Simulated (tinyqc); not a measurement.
Polycrystalline film, grain-boundary barriers (Seto model): one step of the calculation.

One-dimensional grains of size Lg with donors N; each boundary has Qt acceptor-like traps per area at one level Et below the band edge. Trapped electrons qt deplete a width w = qt/N (both sides together) and raise a barrier Vb = q N w^2/(8 eps0 eps_r). Current crosses the barriers by thermionic emission at small bias. Abrupt depletion, full ionisation, Boltzmann statistics.

Problem. Barrier, resistivity and effective mobility. Partly depleted grains: the density at the grain centre is n0 = N and qt = Qt/(1 + 2 (Nc/N) exp((Vb - Et)/Vt)). If that gives qt >= N Lg, the grains are fully depleted: qt = N Lg, w = Lg and n0 = 2 Nc exp((Vb - Et)/Vt)/(Qt/(N Lg) - 1). Resistivity: barriers rb = Vt exp(Vb/Vt)/(q n0 vc Lg), grain interior rg = (1 - w/Lg)/(q mg N); effective mobility 1/(q N (rb + rg)).

Values chosen for this exercise; values close to those of polycrystalline silicon: temperature T = 300 K; relative permittivity of the semiconductor eps_r = 11.7; grain size Lg = 30 nm; trap density at a boundary Qt = 3.4e12 cm^-2; donor density N = 8.8e17 cm^-3; mobility inside a grain mg = 100 cm^2/(V s); collection velocity at the barrier vc = 7.6e6 cm/s; conduction-band density of states at T Nc = 2.8e19 cm^-3; trap level below the band edge Et = 0.45 eV.

Constants: q = 1.602176634e-19 C, kB = 1.380649e-23 J/K, Vt = kB T/q, eps0 = 8.8541878128e-14 F/cm where lengths are in cm. Results are converted to the units shown.

Give: qt; w; Vb; n0; rb; rg; effective mobility.

Solution.

qt = 2.6400e12 cm^-2
w = 30.000 nm
Vb = 0.15311 V
n0 = 2.0021e15 cm^-3
rb = 1319.9 ohm cm
rg = 0 ohm cm
effective mobility = 0.0053736 cm^2/(V s)

The grains are fully depleted, 77.6 % of the traps are filled and the barriers give 100 % of the resistivity.

Program tinyqc, `OMP_NUM_THREADS=1 python tinyqc.py 2610103 2610104 out.jsonl`; Intel Xeon 2.30GHz, shared host, one thread, about 0.01 s.
